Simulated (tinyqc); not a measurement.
# From Hall mobility back to peak concentration N_0

Model: sheet resistance and Hall data of a diffused or implanted layer. Computed by tinyqc, a small Python program. Command: `OMP_NUM_THREADS=1 python tinyqc.py 3031016 3031017 out.jsonl layer inv`. One thread of a shared host (Intel(R) Xeon(R) Processor @ 2.30GHz), about 0.02 s of CPU time with the checks.

Carriers are taken equal to the net active doping down to the junction (full ionisation, which deep dopants in wide-gap hosts do not reach; no spill-over, no depletion), and the Hall factor is 1.

Inputs (values chosen for the exercise, modelled on donors in GaAs):

| quantity | value | unit |
|---|---|---|
| mu_min | 481 | cm^2/(V s) |
| mu_max | 9140 | cm^2/(V s) |
| N_ref | 6e+16 | 1/cm^3 |
| exponent alpha | 0.38 | - |
| length scale l | 800 | nm |
| background doping N_B (opposite type) | 9.7e+14 | 1/cm^3 |

Profile: complementary error function. Activation: complete.

Constants: e = 1.602176634e-19 C.

Method:
- N(x) = N_0 erfc(x/l), dose N_0 l/sqrt(pi), junction x_j = l erfc^-1(N_B/N_0).
- Mobility mu = mu_min + (mu_max - mu_min)/(1 + (N_t/N_ref)^alpha), N_t = active doping + N_B; carriers n = active doping - N_B, all dopants active.
- Integrals from x_0 (0 unless stated) to x_j by the midpoint rule on 400 even intervals: 1/R_s = e int n mu dx; sheet density n_s = int n dx; Hall sheet density (int n mu dx)^2/int n mu^2 dx; Hall mobility int n mu^2 dx/int n mu dx.
- Mean conductivity 1/(R_s x_j); mean mobility 1/(e n_s R_s).

Problem. A run gave the result below. Find the peak concentration N_0, known to lie between 3.9e+17 and 9.4e+17 1/cm^3.

Hall mobility = 3686.402 cm^2/(V s)

Solution.

Each step takes the trial c = (a f_b - b f_a)/(f_b - f_a), f being the result less the target and a, b, c the logarithms of the listed values; c replaces end b, the old b replaces a if the sign of f changed, and otherwise f_a is halved.

Scan of the range:

| peak concentration N_0 (1/cm^3) | Hall mobility (cm^2/(V s)) |
|---|---|
| 3.90e+17 | 3969.12 |
| 4.52e+17 | 3861.70 |
| 5.23e+17 | 3756.50 |
| 6.05e+17 | 3652.61 |
| 7.01e+17 | 3548.85 |
| 8.12e+17 | 3446.70 |
| 9.40e+17 | 3346.49 |

False position (Illinois rule, in the logarithm of the input) inside the bracket:

| step | end a | end b | trial | Hall mobility (cm^2/(V s)) |
|---|---|---|---|---|
| 1 | 5.23000e+17 | 6.05000e+17 | 5.77008e+17 | 3686.27 |
| 2 | 5.23000e+17 | 5.77008e+17 | 5.76794e+17 | 3686.53 |
| 3 | 5.77008e+17 | 5.76794e+17 | 5.76900e+17 | 3686.40 |

Hall mobility falls at every point of a 13-point scan of the range (every second point is shown), so one value fits; it is bracketed by 5.23e17 and 6.05e17. Answer: peak concentration N_0 = 5.769e17 1/cm^3.
